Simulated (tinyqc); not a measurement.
Worked calculation: sp3 tight binding, zinc-blende lattice. Computed by tinyqc, a small Python program that keeps every step. Command: `OMP_NUM_THREADS=1 python tinyqc.py 26988 26989 out.jsonl` (the two numbers bound the seeds that draw the settings). One thread of a shared host (Intel(R) Xeon(R) Processor @ 2.60GHz), about 0.01 s of CPU time with the checks.

## Bloch Hamiltonian at k

Parameters chosen for this model: zinc-blende lattice, anion at 0, cation at a/4 (1,1,1); V = eta hbar^2 / (m d^2), hbar^2/m = 7.619964 eV angstrom^2:
```
parameter          value      unit
a               6.170000  angstrom
d               2.671688  angstrom
Es anion      -15.900000        eV
Ep anion       -6.380000        eV
Es cation     -15.900000        eV
Ep cation      -6.380000        eV
eta ss         -1.400000
eta sp          1.840000
eta pp sigma    3.240000
eta pp pi      -0.810000
V ss           -1.494546        eV
V sp            1.964261        eV
V pp sigma      3.458807        eV
V pp pi        -0.864702        eV
```

k point k (2 pi / a): [0.330000, -0.480000, -0.560000]

Slater-Koster rules over the four bonds with direction cosines (l, m, n): ss V_ss; s-px l V_sp; px-s -l V_sp; px-px l^2 V_pps + (1 - l^2) V_ppp; px-py l m (V_pps - V_ppp); each times exp(i k.d).

H(k) at k (eV), order a s, a px, a py, a pz, c s, c px, c py, c pz:
$$\begin{pmatrix}
-15.900000 & 0.000000 & 0.000000 & 0.000000 & -2.412916+1.562285i & -2.078344+1.044343i & 1.262394-1.719356i & 0.980703-2.213212i \\
0.000000 & -6.380000 & 0.000000 & 0.000000 & 2.078344-1.044343i & 0.930696-0.602596i & 1.246276-2.812546i & 1.604248-2.184955i \\
0.000000 & 0.000000 & -6.380000 & 0.000000 & -1.262394+1.719356i & 1.246276-2.812546i & 0.930696-0.602596i & -2.641156+1.327149i \\
0.000000 & 0.000000 & 0.000000 & -6.380000 & -0.980703+2.213212i & 1.604248-2.184955i & -2.641156+1.327149i & 0.930696-0.602596i \\
-2.412916-1.562285i & 2.078344+1.044343i & -1.262394-1.719356i & -0.980703-2.213212i & -15.900000 & 0.000000 & 0.000000 & 0.000000 \\
-2.078344-1.044343i & 0.930696+0.602596i & 1.246276+2.812546i & 1.604248+2.184955i & 0.000000 & -6.380000 & 0.000000 & 0.000000 \\
1.262394+1.719356i & 1.246276+2.812546i & 0.930696+0.602596i & -2.641156-1.327149i & 0.000000 & 0.000000 & -6.380000 & 0.000000 \\
0.980703+2.213212i & 1.604248+2.184955i & -2.641156-1.327149i & 0.930696+0.602596i & 0.000000 & 0.000000 & 0.000000 & -6.380000
\end{pmatrix}$$

## Levels at k

Diagonalise the Hermitian matrix.

eigenvalues (eV): [-19.699273, -15.932656, -10.951424, -10.515889, -7.394079, -2.551398, -2.226351, -0.808929]

weights |c|^2 of the basis functions, order a s, a px, a py, a pz, c s, c px, c py, c pz:
$$\begin{pmatrix}
0.473937 & 0.322764 & 0.018674 & 0.000474 & 0.158643 & 0.010074 & 0.000425 & 0.015009 \\
0.007579 & 0.062792 & 0.270704 & 0.023056 & 0.150870 & 0.226599 & 0.085017 & 0.173384 \\
0.007736 & 0.055402 & 0.072237 & 0.304599 & 0.064014 & 0.002681 & 0.332609 & 0.160722 \\
0.010749 & 0.059042 & 0.138385 & 0.171871 & 0.126473 & 0.260646 & 0.081948 & 0.150885 \\
0.473937 & 0.322764 & 0.018674 & 0.000474 & 0.158643 & 0.010074 & 0.000425 & 0.015009 \\
0.007579 & 0.062792 & 0.270704 & 0.023056 & 0.150870 & 0.226599 & 0.085017 & 0.173384 \\
0.007736 & 0.055402 & 0.072237 & 0.304599 & 0.064014 & 0.002681 & 0.332609 & 0.160722 \\
0.010749 & 0.059042 & 0.138385 & 0.171871 & 0.126473 & 0.260646 & 0.081948 & 0.150885
\end{pmatrix}$$

## Bloch Hamiltonian at G

k point G (2 pi / a): [0, 0, 0]

As before.

H(k) at G (eV), order a s, a px, a py, a pz, c s, c px, c py, c pz:
$$\begin{pmatrix}
-15.900000 & 0.000000 & 0.000000 & 0.000000 & -5.978185 & 0.000000 & 0.000000 & 0.000000 \\
0.000000 & -6.380000 & 0.000000 & 0.000000 & 0.000000 & 2.305871 & 0.000000 & 0.000000 \\
0.000000 & 0.000000 & -6.380000 & 0.000000 & 0.000000 & 0.000000 & 2.305871 & 0.000000 \\
0.000000 & 0.000000 & 0.000000 & -6.380000 & 0.000000 & 0.000000 & 0.000000 & 2.305871 \\
-5.978185 & 0.000000 & 0.000000 & 0.000000 & -15.900000 & 0.000000 & 0.000000 & 0.000000 \\
0.000000 & 2.305871 & 0.000000 & 0.000000 & 0.000000 & -6.380000 & 0.000000 & 0.000000 \\
0.000000 & 0.000000 & 2.305871 & 0.000000 & 0.000000 & 0.000000 & -6.380000 & 0.000000 \\
0.000000 & 0.000000 & 0.000000 & 2.305871 & 0.000000 & 0.000000 & 0.000000 & -6.380000
\end{pmatrix}$$

## Levels at G

As before.

eigenvalues (eV): [-21.878185, -9.921815, -8.685871, -8.685871, -8.685871, -4.074129, -4.074129, -4.074129]

## Bands along a path

The same steps at evenly spaced points between the labelled ones.

Bands along the path (eV):
```
k             band 1      band 2      band 3      band 4     band 5     band 6     band 7     band 8
L         -19.747487  -15.995343  -10.415275  -10.415275  -7.907307  -2.344725  -2.344725  -0.909862
L-G 0.20  -20.094041  -15.425543  -10.283363  -10.283363  -7.893851  -2.476637  -2.476637  -1.146566
L-G 0.40  -20.757016  -14.111007   -9.914776   -9.914776  -7.878896  -2.845224  -2.845224  -1.813081
L-G 0.60  -21.353149  -12.500302   -9.397589   -9.397589  -7.945547  -3.362411  -3.362411  -2.761002
L-G 0.80  -21.743537  -10.891624   -8.902745   -8.902745  -8.248547  -3.857255  -3.857255  -3.676291
G         -21.878185   -9.921815   -8.685871   -8.685871  -8.685871  -4.074129  -4.074129  -4.074129
G-X 0.20  -21.697808  -11.018069   -9.205356   -9.205356  -7.769353  -4.074770  -3.554644  -3.554644
G-X 0.40  -21.163472  -12.670274  -10.247978  -10.247978  -6.638762  -4.087492  -2.512022  -2.512022
G-X 0.60  -20.295830  -14.405347  -11.236676  -11.236676  -5.716121  -4.142702  -1.523324  -1.523324
G-X 0.80  -19.129923  -16.115467  -11.908646  -11.908646  -5.029726  -4.284884  -0.851354  -0.851354
X         -17.715356  -17.715356  -12.144678  -12.144678  -4.564644  -4.564644  -0.615322  -0.615322
X-W 0.20  -17.715356  -17.715356  -12.144678  -12.144678  -4.564644  -4.564644  -0.615322  -0.615322
X-W 0.40  -17.715356  -17.715356  -12.144678  -12.144678  -4.564644  -4.564644  -0.615322  -0.615322
X-W 0.60  -17.715356  -17.715356  -12.144678  -12.144678  -4.564644  -4.564644  -0.615322  -0.615322
X-W 0.80  -17.715356  -17.715356  -12.144678  -12.144678  -4.564644  -4.564644  -0.615322  -0.615322
W         -17.715356  -17.715356  -12.144678  -12.144678  -4.564644  -4.564644  -0.615322  -0.615322
```

With 4 band(s) filled, the highest filled level on these points lies at G and the lowest empty one at G: the bands touch or overlap, so there is no gap.
